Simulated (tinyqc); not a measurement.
Joule-heated wire on a substrate, fin equation: two steps of the calculation.

A wire of length L loses heat along itself to two contacts and sideways to the substrate: kap A theta'' - g theta + p = 0 with theta = T - T0 and p = p0. Each end passes the heat flow theta/Rc to its contact. Constant conductivity, diffusive heat flow.

Parameters, values chosen for the exercise:
- T0 = 350 K (temperature of substrate and contacts)
- kap = 8.6 W/(m K) (conductivity along the wire)
- A = 980 nm^2 (cross-section)
- g = 1.3 W/(m K) (conductance per length to the substrate)
- L = 510 nm (length between the contacts)
- Rc = 2.2 K/uW (thermal resistance of each contact)
- p0 = 0.25 uW/nm (heating per length)

Question 1. The tridiagonal system. Nodes x_i = i h, h = L/10; box widths w_i = h (h/2 at the ends); c = kap A/h; equation of node i: -c theta_(i-1) + d_i theta_i - c theta_(i+1) = b_i with d_i = 2 c + g w_i, b_i = p(x_i) w_i; at the end nodes d = c + g h/2 + 1/Rc and the missing neighbour is dropped.

Find: c; d; b.

Answer 1.

c = 0.16525 uW/K
d, node 0 to 10 (uW/K): [0.65295, 0.39681, 0.39681, 0.39681, 0.39681, 0.39681, 0.39681, 0.39681, 0.39681, 0.39681, 0.65295]
b, node 0 to 10 (uW): [6.3750, 12.750, 12.750, 12.750, 12.750, 12.750, 12.750, 12.750, 12.750, 12.750, 6.3750]

Question 2. Temperature rise. Solve -c theta_(i-1) + d_i theta_i - c theta_(i+1) = b_i for nodes 0 to 10.

c = 0.16525490 uW/K
d, node 0 to 10 (uW/K): [0.65295036, 0.39680980, 0.39680980, 0.39680980, 0.39680980, 0.39680980, 0.39680980, 0.39680980, 0.39680980, 0.39680980, 0.65295036]
b, node 0 to 10 (uW): [6.375, 12.75, 12.75, 12.75, 12.75, 12.75, 12.75, 12.75, 12.75, 12.75, 6.375]

Give: theta.

Answer 2.

theta, node 0 to 10 (K): [37.3, 108.8, 146.8, 166.5, 175.8, 178.6, 175.8, 166.5, 146.8, 108.8, 37.3]

Program tinyqc, `OMP_NUM_THREADS=1 python tinyqc.py 2520023 2520024 out.jsonl`; Intel Xeon 2.30GHz, shared host, one thread, about 0.01 s.
